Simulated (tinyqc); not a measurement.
Velocity overshoot from momentum and energy balance equations after a field step: one step, computed by the program tinyqc. Command: `OMP_NUM_THREADS=1 python tinyqc.py 3020015 3020016 out.jsonl overshoot walk`. One thread of a shared host (Intel(R) Xeon(R) Processor @ 2.30GHz), about 0.04 s of CPU time with the checks.

At t = 0 the field jumps from 0 to F in a uniform sample. v is the drift velocity and u = w - (3/2) k_B T the excess energy per carrier.

Problem. First four steps. dv/dt = e F/m - v/tau_m(u), du/dt = e F v - u/tau_E, tau_m(u) = tau_0/(1 + c u), tau_0 = m mu_0/e, c = mu_0/(e tau_E v_s^2); this choice gives the steady state v (1 + mu_0 F v/v_s^2) = mu_0 F, which saturates at v_s. Step: v_new = (v + dt e F/m)/(1 + dt/tau_m(u)), u_new = (u + dt e F v_new)/(1 + dt/tau_E). Start v = u = 0; the distance adds dt (v + v_new)/2.

Inputs (values chosen for the exercise, modelled on electrons in germanium except for tau_E):
```
quantity                      value   unit
energy relaxation time tau_E    0.8     ps
field after the step F           13  kV/cm
lattice temperature T           300      K
time step dt                    3.6     fs
```

Scheme: implicit in the damping.

c = 115.9668 1/eV

tau_0 = 259.2647 fs

acceleration e F/m = 0.01905388 1e7 cm/s per fs

Give: Steps.

Solution.

Steps:
```
step  t (fs)  v (1e7 cm/s)     u (eV)  tau_m (fs)
1        3.6        0.0677  3.152e-05       258.3
2        7.2        0.1344  9.399e-05       256.5
3       10.8        0.2002  1.868e-04       253.8
4       14.4        0.2650  3.094e-04       250.3
```
